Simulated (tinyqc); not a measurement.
Capacitances against the relative permittivity between the lines.

Endless row of lines of width wl, height tl and space sl between grounded planes at distance hd; e2 fills the gaps beside the lines, e1 the rest. Laplace's equation is solved on meshes of 3, 6 and 12 steps per unit u and extrapolated (Aitken), which is good to about 0.2 %. C_even (all lines at 1 V) is the capacitance Cg to the planes; C_odd (neighbours in antiphase) = Cg + 4 Cc if only nearest neighbours couple, which defines Cc; total with quiet neighbours Cg + 2 Cc. Plate values 2 eps0 e1 wl/hd and eps0 e2 tl/sl.

Inputs (values chosen for the exercise):
- e1 = 3.9 (relative permittivity above and below the lines)
- wl = 4 u (line width, in units u)
- tl = 10 u (line height)
- sl = 4 u (space between lines)
- hd = 4 u (distance to each plane)

Constants: eps0 = 8.8541878128e-12 F/m. Results are converted to the units shown.

The same in every row: plate Cg (aF/um) = 69.1.

Capacitances against the relative permittivity between the lines:
```
e2,Cg (aF/um),Cc (aF/um),Cg + 2 Cc (aF/um),C_odd (aF/um),plate Cc (aF/um),"share of coupling, 2 Cc/(Cg + 2 Cc) (%)"
1,120,30.5,181,241,22.1,33.7
1.5,122,41.3,204,287,33.2,40.4
2,123,52.2,228,332,44.3,45.8
2.5,125,63.1,251,377,55.3,50.3
3,126,74.0,274,422,66.4,54.0
3.9,128,93.7,315,502,86.3,59.5
5,129,118,365,601,111,64.6
7,131,162,455,779,155,71.2
```

As e2 goes from 1 to 7, Cg rises from 120 to 131 aF/um, Cc rises from 30.5 to 162 aF/um and the share of coupling rises from 33.7 to 71.2 %. Cg is 1.73 times its plate value in the first row and 1.89 times in the last; for Cc the ratios are 1.38 and 1.05. Neighbours in antiphase raise the load by a factor of 1.34 and 1.71 over quiet ones.

Numbers from tinyqc (`OMP_NUM_THREADS=1 python tinyqc.py 2790209 2790210 out.jsonl`; about 0.5 s on one thread of a shared Intel Xeon 2.30GHz).
